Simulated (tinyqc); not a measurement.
Strain-driven roughening and islands of a mismatched epitaxial film: one step, computed by the program tinyqc. Command: `OMP_NUM_THREADS=1 python tinyqc.py 3027113 3027114 out.jsonl island walk`. One thread of a shared host (Intel(R) Xeon(R) Processor @ 2.30GHz), about 0.01 s of CPU time with the checks.

Film and substrate share isotropic elastic constants; the film is coherent and biaxially strained.

Question. Elastic energy of the flat film. M = 2 G (1 + nu)/(1 - nu); stress = M f; energy density w = M f^2.

Inputs (values chosen for the exercise, modelled on InAs on InP): misfit |f| = 0.031; shear modulus G = 28.6 GPa; Poisson ratio nu = 0.3.

Give: biaxial modulus M; stress; energy density w.

Answer.

biaxial modulus M = 106.23 GPa

stress = 3.2931 GPa

energy density w = 102.09 MJ/m^3
